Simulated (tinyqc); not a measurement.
Worked calculation: thermal boundary conductance by the acoustic and diffuse mismatch models. Computed by tinyqc, a small Python program that keeps every step. Command: `OMP_NUM_THREADS=1 python tinyqc.py 3013014 3013015 out.jsonl kapitza walk`. One thread of a shared host (Intel(R) Xeon(R) Processor @ 2.30GHz), about 0.01 s of CPU time with the checks. Intermediate numbers are printed to about 6 digits and carried at full precision; extremes and crossings named in words are read from the listed rows.

Each side has one longitudinal and two transverse Debye branches, omega = v q up to q_D = (6 pi^2 n)^(1/3), with n counting all atoms. Scattering at the interface is elastic. Electrons are left out of G, also for metals. Melting is ignored. G refers to the temperatures of the phonons sent towards the interface. Linear branches over all atoms overstate G at high T, most for crystals with several atoms a cell.

Inputs (values chosen for the exercise, modelled on tungsten (side 1) and silica (side 2)):
```
quantity,value,unit
density rho_1,19.5,g/cm^3
longitudinal velocity vL_1,5100,m/s
transverse velocity vT_1,2820,m/s
atom density n_1,63.2,1/nm^3
conductivity kappa_1,173,W/(m K)
density rho_2,2.14,g/cm^3
longitudinal velocity vL_2,6040,m/s
transverse velocity vT_2,3750,m/s
atom density n_2,64.9,1/nm^3
conductivity kappa_2,1.44,W/(m K)
temperature T,20,K
thickness d_1,48,nm
thickness d_2,28000,nm
heat flux J,0.19,kW/cm^2
```

Structure: film on a substrate.

Constants: hbar = 1.054571817e-34 J s; k_B = 1.380649e-23 J/K.

## Cut-off frequencies and impedances

omega_c = v q_D for each branch, given as hbar omega_c/k_B; impedance Z = rho v.

Branches:
```
branch,v (m/s),cut-off (K),Z (1e6 kg/(m^2 s))
"L, side 1",5100,604.810,99.4500
"T, side 1",2820,334.424,54.9900
"L, side 2",6040,722.651,12.9256
"T, side 2",3750,448.666,8.0250
```

## Acoustic mismatch: transmission of each branch

No mode conversion. t(theta) = 4 Z_1 Z_2 cos(theta_1) cos(theta_2)/N^2, with N = Z_2 cos(theta_1) + Z_1 cos(theta_2) for L (the form for pressure waves) and N = Z_1 cos(theta_1) + Z_2 cos(theta_2) for both T branches (the form for shear waves polarised along the interface); sin(theta_2) = (v_2/v_1) sin(theta_1), and t = 0 beyond the critical angle arcsin(v_1/v_2); the mean over the incoming flux is alpha = 2 int t sin(theta_1) cos(theta_1) d theta_1 (64 Gauss-Legendre points).

Transmission:
```
branch,t at normal incidence,largest angle from side 1 (deg),"alpha, 1 to 2","alpha, 2 to 1"
L,0.407166,57.6046,0.350478,0.491580
T,0.444530,48.7639,0.202600,0.358264
```

For L waves from side 1 the critical cone of 58 degrees bounds the transmission; the mean is 0.35 against 0.41 at normal incidence. For T waves from side 1 the critical cone of 49 degrees bounds the transmission; the mean is 0.20 against 0.44 at normal incidence.

## Diffuse mismatch: transmission at low frequency

A phonon forgets its side and branch: alpha(1 to 2) = S_2/(S_1 + S_2), S_i = 1/vL_i^2 + 2/vT_i^2.

S_1 = 2.89943e-07 s^2/m^2

S_2 = 1.69633e-07 s^2/m^2

diffuse alpha, 1 to 2 = 0.369108

## Boundary conductance

G = (k_B^4 T^3/(8 pi^2 hbar^3)) int W(x) x^4 e^x/(e^x - 1)^2 dx, x = hbar omega/(k_B T). Acoustic mismatch: W = sum over the three branches of alpha(1 to 2)/v_1^2, each up to the lower of its two cut-offs. Diffuse mismatch: W = S_1 S_2/(S_1 + S_2), where S_i sums 1/v^2 over the branches of side i still below their cut-off. Radiation limit: W = min(S_1, S_2). The integral is split at the four cut-offs (64 Gauss-Legendre points a piece, x at most 45). Boundary resistance R = 1/G and Kapitza length kappa_2/G use the diffuse value.

G, acoustic mismatch = 5.25259 MW/(m^2 K)

G, diffuse mismatch = 8.72517 MW/(m^2 K)

G, radiation limit = 13.8297 MW/(m^2 K)

boundary resistance R = 114.611 m^2 K/GW

Kapitza length in side 2 = 165.040 nm

The diffuse value is 1.66 times the acoustic one and 63 % of the radiation limit. Diffuse scattering raises G here: it ignores the impedance mismatch and lets phonons change direction and branch. Caution: kappa_2 is of room-temperature size, so the Kapitza length is only nominal at this T.

## Conductance against temperature

The formulas are those given above.

G (MW/(m^2 K)):
```
T (K),acoustic mismatch,diffuse mismatch,radiation limit
2,0.00525347,0.00872648,0.0138320
5,0.0820855,0.136351,0.216125
10,0.656684,1.09081,1.72900
20,5.25259,8.72517,13.8297
40,39.5407,65.9993,104.169
80,180.815,304.874,471.431
150,391.125,643.454,988.611
300,555.325,891.740,1373.24
600,616.237,981.136,1513.01
1000,630.752,1002.26,1546.12
```

All three follow T^3 at the cold end (exponent 3.00 for the diffuse model) and flatten at high T (exponent 0.04 at the hot end); the lowest cut-off is 334 K. The ratio of diffuse to acoustic goes from 1.66 to 1.59. The plateau is set by the frequencies that both sides share.

## Temperature rise through the stack

In series: Delta T = J (d_1/kappa_1 + R + d_2/kappa_2), with bulk conductivities in the layers and one-dimensional flow.

temperature drops (K): film 5.27168e-04, interface 0.217761, substrate 36.9444

total rise Delta T = 37.1627 K

interface share of film plus interface = 0.997585

The substrate takes the largest drop, 99 % of the total. Caution: the rise is not small against T, so constant conductivities fail; a rise of thousands of kelvin would destroy the stack. Caution: the conductivities are of room-temperature size; at this T real values can differ much and free paths can be long. Caution: R from emitted-phonon temperatures is too large for use in series with Fourier layers, by up to a factor of about 2. Caution: layers this thin are often below the phonon free path, where bulk conductivities and independent interfaces no longer hold.

Checks made by the program: detailed balance alpha_12/v_1^2 = alpha_21/v_2^2 (relative difference below 1e-10); low-temperature limit G = pi^2 k_B^4 T^3 alpha S_1/(30 hbar^3) (relative difference below 1e-10).
